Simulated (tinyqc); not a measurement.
# Worked calculation: free and trapped electrons in a MOS channel with a dense trap tail

tinyqc, about 0.02 s, one thread, Intel Xeon 2.30GHz (shared host): `OMP_NUM_THREADS=1 python tinyqc.py 2222197 2222198 out.jsonl` Printed values are rounded.

p-type body, charge-sheet picture, full ionisation (an idealisation for deep acceptors), Boltzmann statistics for free electrons. e = Ec - EF at the surface. Acceptor-like traps of density D(E) = D0 + De exp(-E/Ew) at depth E below Ec, from 0 to Eu, hold n_t = integral of D(E)/(1 + exp((e - E)/Vt)). psi = Eg - Vt ln(Nv/Na) - e; N_dep = sqrt(2 eps0 eps_r Na (psi - Vt)/q); n_f = sqrt(N_dep^2 + 2 eps0 eps_r Vt Nc exp(-e/Vt)/q) - N_dep; Vg = Vfb + psi + q (N_dep + n_t + n_f)/Cox, Cox = eps0 eox/tox.

Parameters, values chosen for the exercise; band and dielectric values close to those of 4H silicon carbide:
- T = 475 K (temperature)
- Eg = 3.21 eV (band gap)
- eps_r = 9.63 (relative permittivity)
- Nc = 3.43e19 cm^-3 (conduction-band density of states at T)
- Nv = 5.02e19 cm^-3 (valence-band density of states at T)
- eox = 3.9 (relative permittivity of the insulator)
- tox = 34 nm (insulator thickness)
- Na = 7.7e15 cm^-3 (acceptor density)
- Vfb = -2.79 V (flat-band voltage without trapped charge)
- D0 = 1.1e11 cm^-2 eV^-1 (constant background density of acceptor-like traps)
- De = 5.7e13 cm^-2 eV^-1 (density of the tail at the conduction edge)
- Ew = 0.12 eV (decay energy of the tail)
- Eu = 0.68 eV (depth below Ec down to which the traps reach)
- mf = 220 cm^2/(V s) (mobility of free electrons)
- e = 0.155 eV (Ec - EF at the surface)

Constants: q = 1.602176634e-19 C, kB = 1.380649e-23 J/K, Vt = kB T/q, eps0 = 8.8541878128e-14 F/cm where lengths are in cm. Results are converted to the units shown.

## Trapped charge

Trapezoid rule on 16 equal steps from 0 to Eu, f = 1/(1 + exp((e - E)/Vt)).

E, point 0 to 16 (eV): [0, 0.0425, 0.085, 0.1275, 0.17, 0.2125, 0.255, 0.2975, 0.34, 0.3825, 0.425, 0.4675, 0.51, 0.5525, 0.595, 0.6375, 0.68]
D(E) f, point 0 to 16 (cm^-2 eV^-1): [1.26595e12, 2.41363e12, 4.31571e12, 6.69701e12, 8.22928e12, 7.87754e12, 6.36463e12, 4.74147e12, 3.42523e12, 2.45321e12, 1.75860e12, 1.26799e12, 9.22903e11, 6.80531e11, 5.10393e11, 3.90984e11, 3.07184e11]
n_t = 2.24552e12 cm^-2

With 1600 steps n_t = 2.249e12 cm^-2; the coarse value is 0.14 % below it.

## Charges and gate voltage

psi, N_dep, n_f and Vg as defined, with the n_t given; free share n_f/(n_f + n_t); apparent mobility mf n_f/(n_f + n_t); gate voltage spent on traps q n_t/Cox.

psi = 2.69551 V
N_dep = 4.66434e11 cm^-2
n_f = 2.79437e11 cm^-2
Vg = 4.62450 V
free share = 11.0670 %
apparent mobility = 24.3474 cm^2/(V s)
gate voltage spent on traps = 3.54236 V
